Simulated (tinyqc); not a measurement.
Donor or exciton in a quantum well (variational effective-mass method). From one set of inputs to another, one input at a time. Computed by tinyqc, a small Python program. Command: `OMP_NUM_THREADS=1 python tinyqc.py 3016355 3016356 out.jsonl welldonor ladder`. One thread of a shared host (Intel(R) Xeon(R) Processor @ 2.30GHz), about 0.09 s of CPU time with the checks.

H = -nabla^2 - 2/|r - r_i| + V(z) in effective units; trial function psi = f(z) exp(-|r - r_i|/lambda), f the ground state of the well. Mass and screening are the same in well and barrier; l = L/a* is the width in effective units. Bands are flat: no polarisation or applied field.

The inputs printed are set A. Set A is modelled on ZnO; the values taken over come from a set modelled on InAs. Inputs not listed in the table keep their values of set A, so the rows need not describe a real material.

Inputs (values chosen for the exercise, modelled on ZnO):

| quantity | value | unit |
|---|---|---|
| electron mass m | 0.271 | m_0 |
| dielectric constant eps | 8.59 | - |
| well width L | 6.2 | nm |
| donor position z_i/L from the centre | 0.3 | - |

Centre: donor. Barriers: infinite.

Constants: Ry = 13.605693123 eV; a_0 = 0.529177210903 angstrom.

Method:
- Ry* = Ry m/eps^2, a* = a_0 eps/m; l = L/a*.
- k = pi/l; f = cos(k z) inside and zero outside; subband energy k^2 Ry*.
- Binding E_b(lambda) = -1/lambda^2 + 4 A/(lambda B), with A = int f^2 exp(-2 s/lambda) dz, B = int f^2 exp(-2 s/lambda)(1 + 2 s/lambda) dz and s = |z - z_i|; 40 Gauss-Legendre points on each piece between the walls at z = -l/2 and l/2 and z_i.
- Golden-section search for the maximum over lambda from 0.3 to 4, 40 steps.

Each row keeps all changes above it:

| input moved | from | to | binding energy (meV) | binding in Ry* | subband energy (meV) |
|---|---|---|---|---|---|
| set A | - | - | 49.73 | 0.995 | 36.10 |
| well width L (nm) | 6.2 | 33 | 48.92 | 0.979 | 1.27 |
| donor position z_i/L from the centre | 0.3 | 0.4 | 41.82 | 0.837 | 1.27 |
| electron mass m (m_0) | 0.271 | 0.0258 | 4.94 | 1.038 | 13.38 |
| dielectric constant eps | 8.59 | 14.8 | 2.18 | 1.363 | 13.38 |

Which inputs carry the difference?

Binding energy goes from 49.7 to 2.18, a factor 0.0439 in all. The largest single move comes from electron mass m (a factor 0.118). Binding in Ry* goes from 0.995 to 1.36, a factor 1.37 in all. The largest single move comes from dielectric constant eps (a factor 1.31), and donor position z_i/L from the centre works against it (a factor 0.855). Subband energy goes from 36.1 to 13.4, a factor 0.371 in all. The largest single move comes from well width L (a factor 0.0353), and electron mass m works against it (a factor 10.5). The single moves hold for this order of the switches; the total does not depend on the order.

Extremes, crossings and ranges named in words are read from the listed rows.
